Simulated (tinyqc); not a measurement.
Changing the background doping N_B (opposite type): sheet resistance and Hall data of a diffused or implanted layer. Computed by tinyqc, a small Python program. Command: `OMP_NUM_THREADS=1 python tinyqc.py 3026699 3026700 out.jsonl layer sweep`. One thread of a shared host (Intel(R) Xeon(R) Processor @ 2.30GHz), about 0.01 s of CPU time with the checks.

Carriers are taken equal to the net active doping down to the junction (full ionisation, which deep dopants in wide-gap hosts do not reach; no spill-over, no depletion), and the Hall factor is 1.

Inputs (values chosen for the exercise, modelled on boron in silicon): mu_min = 44 cm^2/(V s); mu_max = 458 cm^2/(V s); N_ref = 2e+17 1/cm^3; exponent alpha = 0.71; peak concentration N_0 = 5e+19 1/cm^3; length scale l = 520 nm.

Profile: complementary error function. Activation: complete.

Constants: e = 1.602176634e-19 C.

Method:
- N(x) = N_0 erfc(x/l), dose N_0 l/sqrt(pi), junction x_j = l erfc^-1(N_B/N_0).
- Mobility mu = mu_min + (mu_max - mu_min)/(1 + (N_t/N_ref)^alpha), N_t = active doping + N_B; carriers n = active doping - N_B, all dopants active.
- Integrals from x_0 (0 unless stated) to x_j by the midpoint rule on 400 even intervals: 1/R_s = e int n mu dx; sheet density n_s = int n dx; Hall sheet density (int n mu dx)^2/int n mu^2 dx; Hall mobility int n mu^2 dx/int n mu dx.
- Mean conductivity 1/(R_s x_j); mean mobility 1/(e n_s R_s).

One run for each value; columns: (1) background doping N_B (opposite type) (1/cm^3); (2) sheet resistance R_s (ohm); (3) junction depth x_j (nm); (4) mean conductivity 1/(R_s x_j) (S/cm); (5) mean mobility (cm^2/(V s)):
```
(1)         (2)   (3)    (4)    (5)
1.00e+14   70.6  1748   81.1  60.30
4.70e+14   70.6  1629   87.0  60.29
2.20e+15   70.6  1502   94.3  60.26
1.00e+16   70.8  1367  103.3  60.16
4.80e+16   71.4  1214  115.3  59.84
2.30e+17   73.4  1042  130.7  58.99
1.10e+18   80.1   842  148.2  57.25
5.00e+18  105.3   605  157.0  54.49
```

Over the rows, sheet resistance R_s (ohm) rises from 70.6 to 105 (exponent d ln y / d ln x 1.1e-4 between the first rows and 0.18 between the last); junction depth x_j (nm) falls from 1750 to 605 (exponent d ln y / d ln x -0.045 between the first rows and -0.22 between the last); mean conductivity 1/(R_s x_j) (S/cm) rises from 81.1 to 157 (exponent d ln y / d ln x 0.045 between the first rows and 0.038 between the last). x_j shrinks by a factor 2.89 and R_s grows by 1.49; over the first half of the table x_j shrinks by 1.44 and R_s grows by 1.01: the tail carries little current.
